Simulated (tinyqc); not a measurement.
# Finite-size error of a charged defect in a periodic cell: Madelung and Makov-Payne terms, step by step

A worked calculation. Computed by tinyqc, a small Python program that keeps every step. Command: `OMP_NUM_THREADS=1 python tinyqc.py 3017774 3017775 out.jsonl imagecharge walk`. One thread of a shared host (Intel(R) Xeon(R) Processor @ 2.30GHz), about 0.02 s of CPU time with the checks. Intermediate numbers are printed to about 6 digits and carried at full precision; extremes and crossings named in words are read from the listed rows.

L is the cube root of the cell volume. The defect charge is a Gaussian, rho(r) = q (2 pi sigma^2)^(-3/2) exp(-r^2/2 sigma^2), repeated periodically in a uniform neutralising background and screened by a continuum. The model cell energy is E(L) = E_0 + [periodic - isolated electrostatic energy].

Inputs (values chosen for the exercise, with screening close to that of 4H-SiC): charge q = -3 e; cell length L = 15.8 angstrom; dielectric constant eps = 9.47; width sigma of the defect charge = 2 angstrom; formation energy of the isolated defect E_0 = 3.546 eV.

Supercell lattice: bcc. Screening: isotropic.

scatter added to the six cells, standing for numerical noise (meV): [19, 7.2, 21, -10, 14, -11]

Constants: e^2/(4 pi eps_0) = 14.39964548 eV angstrom.

## The cell

Cell vectors: (-1,1,1), (1,-1,1), (1,1,-1), scaled to volume L^3.

cell vectors (rows) (angstrom):
$$\begin{pmatrix}
-9.95338 & 9.95338 & 9.95338 \\
9.95338 & -9.95338 & 9.95338 \\
9.95338 & 9.95338 & -9.95338
\end{pmatrix}$$

nearest image = 17.2398 angstrom

## Madelung energy

Ewald sum for a unit point charge: scale each Cartesian component of the cell by 1/sqrt(eps_i), giving R', G' and V'; E = [ (1/2) sum erfc(eta R')/R' + (2 pi/V') sum exp(-G'^2/4 eta^2)/G'^2 - eta/sqrt(pi) - pi/(2 V' eta^2) ] e^2/(4 pi eps_0) / sqrt(eps_x eps_y eps_z), over n_i = -6..6, omitting n = (0,0,0), eta = 2/V'^(1/3). alpha = -2 E eps_g L/(e^2/(4 pi eps_0)), eps_g = (eps_x eps_y eps_z)^(1/3).

terms for a unit charge (eV): real space 0.000799, reciprocal 0.006596, self -0.108592, background -0.037792

Madelung constant alpha = 2.88846

point-charge correction -q^2 E = 1.25090 eV

## Energy of the smeared charge in the cell

Periodic energy of the Gaussian: (2 pi q^2/V) sum_(G != 0) exp(-sigma^2 G^2)/(G.eps.G) x e^2/(4 pi eps_0), n_i = -k..k with k = max(9, L/sigma rounded up). Isolated energy: q^2/(2 sqrt(pi) sigma) <1/(n.eps.n)> e^2/(4 pi eps_0), the mean over directions n, here 1/eps.

periodic energy = 0.766527 eV

isolated energy = 1.93023 eV

finite-size error = -1.16370 eV

E(L) = 2.38230 eV

## Makov-Payne correction

Second radial moment Q = q <r^2> = 3 q sigma^2; E(corrected) = E(L) + q^2 alpha e^2/(4 pi eps_0)/(2 eps L) - 2 pi q Q e^2/(4 pi eps_0)/(3 eps L^3). Errors left are the corrected energies less E_0.

Q = -36 e angstrom^2

third-order term = -0.0871993 eV

error left after the first term = 0.0871993 eV

error left after both terms = 0 eV

third-order over first-order term, in size = 0.0697090

The point-charge term alone overcorrects by 0.0872 eV, 7 % of itself; both terms together are exact to 1e-7 eV, since the clouds do not overlap.

## A series of cells

Cells of the same shape with L scaled by 0.7, 0.85, 1, 1.25, 1.5 and 2; the scatter is added to E(L). The point-charge correction scales as 1/L from its value at the input L.

Scaling data:
```
L (angstrom)  1/L (1/angstrom)  E(L) (eV)  E(L) + point-charge correction (eV)
11.06                0.0904159    2.03213                              3.81913
13.43                0.0744602    2.22354                              3.69519
15.80                0.0632911    2.40330                              3.65420
19.75                0.0506329    2.57992                              3.58065
23.70                0.0421941    2.75190                              3.58584
31.60                0.0316456    2.92045                              3.54590
```

## Ways to reach the isolated limit

Least-squares fits of E(L) to a + b/L, a + c/L^3 or a + b/L + c/L^3; the estimate is a, and errors are against E_0.

Estimates of E_0:
```
way                              estimate (eV)  error (meV)
largest cell, uncorrected              2.92045     -625.552
largest cell, point-charge term        3.54590       -0.100
1/L fit, three smallest                3.25159     -294.411
1/L fit, all six                       3.38283     -163.172
1/L^3 fit, all six                     2.80702     -738.980
1/L and 1/L^3, three smallest          3.85178      305.783
1/L and 1/L^3, all six                 3.51785      -28.155
corrected data, 1/L^3 fit              3.54444       -1.562
```

coefficient b of the full fit = -19.0515 eV angstrom

Best here: largest cell, point-charge term (-0.1 meV); worst: 1/L^3 fit, all six (-739 meV). The fitted b is 96.4 % of the Madelung value -q^2 alpha e^2/(8 pi eps_0 eps_g), so such a fit also measures the screening. The three-term fit to three small cells has no spare point and magnifies the scatter. A pure 1/L fit lands below E_0, because the positive 1/L^3 term flattens the small-cell points.

Checks made by the program: the same sum with another eta (relative difference below 1e-10); both terms against the exact model when the clouds do not overlap (relative difference below 1e-10).
